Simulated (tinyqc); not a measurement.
Tunnelling through a thin dielectric with one trap, as a tight-binding chain, step by step. Values are carried at full precision from step to step, so a last printed digit may differ when a step is redone from the rounded ones.

Hopping -t everywhere, t = c/(m a^2), c = hbar^2/2m0; lead sites at 2t (band bottom 0), barrier sites 1 to N at 2t + phi, and site j has U besides. No voltage. Leads give S = -t exp(ika) on sites 1 and N, cos(ka) = 1 - E/(2t). T = (2 t sin(ka))^2 |G_1N|^2, G = (E - H - S)^-1. In the barrier cosh(q a) = 1 + (phi - E)/(2t).

Constants: hbar^2/2m0 = 3.80998211 eV angstrom^2; hbar = 6.58211957e-16 eV s.

Values chosen for the exercise (barrier and mass of the size used for Al2O3 on silicon; the results hold for these values, not for the real material):
```
symbol  value  unit      meaning
a       2      angstrom  site spacing
m       0.3    m0        mass, the same in leads and barrier
phi     1.98   eV        conduction edge of the barrier above that of the leads
U       -3.75  eV        extra energy on the trap site
E       0.52   eV        electron energy
N       11               barrier sites
j       5                site of the trap
```

## Scales

Form t, ka, q a, and the level of the trap in an endless barrier, Eb = phi + 2t - sqrt(4 t^2 + U^2).

t = 3.1750 eV
ka = 0.40751 rad
q a = 0.66576
Eb = 0.9554 eV

## The matrix E - H - S

Fill it in.

E - H - S (eV):
```
[[-4.8950+1.2583i, 3.1750, 0.0000, 0.0000, 0.0000, 0.0000, 0.0000, 0.0000, 0.0000, 0.0000, 0.0000],
 [3.1750, -7.8100, 3.1750, 0.0000, 0.0000, 0.0000, 0.0000, 0.0000, 0.0000, 0.0000, 0.0000],
 [0.0000, 3.1750, -7.8100, 3.1750, 0.0000, 0.0000, 0.0000, 0.0000, 0.0000, 0.0000, 0.0000],
 [0.0000, 0.0000, 3.1750, -7.8100, 3.1750, 0.0000, 0.0000, 0.0000, 0.0000, 0.0000, 0.0000],
 [0.0000, 0.0000, 0.0000, 3.1750, -4.0600, 3.1750, 0.0000, 0.0000, 0.0000, 0.0000, 0.0000],
 [0.0000, 0.0000, 0.0000, 0.0000, 3.1750, -7.8100, 3.1750, 0.0000, 0.0000, 0.0000, 0.0000],
 [0.0000, 0.0000, 0.0000, 0.0000, 0.0000, 3.1750, -7.8100, 3.1750, 0.0000, 0.0000, 0.0000],
 [0.0000, 0.0000, 0.0000, 0.0000, 0.0000, 0.0000, 3.1750, -7.8100, 3.1750, 0.0000, 0.0000],
 [0.0000, 0.0000, 0.0000, 0.0000, 0.0000, 0.0000, 0.0000, 3.1750, -7.8100, 3.1750, 0.0000],
 [0.0000, 0.0000, 0.0000, 0.0000, 0.0000, 0.0000, 0.0000, 0.0000, 3.1750, -7.8100, 3.1750],
 [0.0000, 0.0000, 0.0000, 0.0000, 0.0000, 0.0000, 0.0000, 0.0000, 0.0000, 3.1750, -4.8950+1.2583i]]
```

## Transmission

Invert the matrix; T = (2 t sin(ka))^2 |G_1N|^2.

first row of G (1/eV): [-0.2730-0.1087i, -0.1491-0.05934i, -0.09363-0.03729i, -0.08125-0.03239i, -0.1062-0.04239i, -0.05459-0.02181i, -0.02806-0.01126i, -0.01442-0.005897i, -0.007421-0.003240i, -0.003833-0.002074i, -0.002008-0.001861i]

T = 4.748e-05

Without the trap T is 1.44e-06: the trap changes it by a factor 32.9 at this energy.

## The resonance

Resonance: the lowest eigenvalue of H + S(E), iterated until its real part equals E (40 rounds from Eb = phi + 2t - sqrt(4t^2 + U^2), the level in an endless barrier). With v the normalised squared amplitudes of that state, Gamma_L = 2 t sin(ka) v_1, Gamma_R = 2 t sin(ka) v_N; Breit-Wigner T = Gamma_L Gamma_R/((E - Er)^2 + (Gamma_L + Gamma_R)^2/4).

Find Er, the two widths, the peak height 4 Gamma_L Gamma_R/(Gamma_L + Gamma_R)^2 and the escape time hbar/(Gamma_L + Gamma_R).

Er = 0.9556 eV

widths (meV): left 24.69, right 2.621

peak height = 0.3470
escape time = 24.1 fs

squared amplitudes: [0.0074, 0.0180, 0.0541, 0.1658, 0.5089, 0.1658, 0.0540, 0.0176, 0.0057, 0.0019, 0.0008]

The nearby leads move the level 0.2 meV above its value in an endless barrier. The trap is closer to the left lead, which takes 90.4 % of the escapes.

## Checks

- T at Er from the chain against the Breit-Wigner peak: both 0.347.
- T without trap against the closed form for a lattice barrier: both 1.443e-06.

Program tinyqc; command `OMP_NUM_THREADS=1 python tinyqc.py 1480127 1480128 out.jsonl`; about 0.1 s on one thread of a shared Intel(R) Xeon(R) Processor @ 2.30GHz.
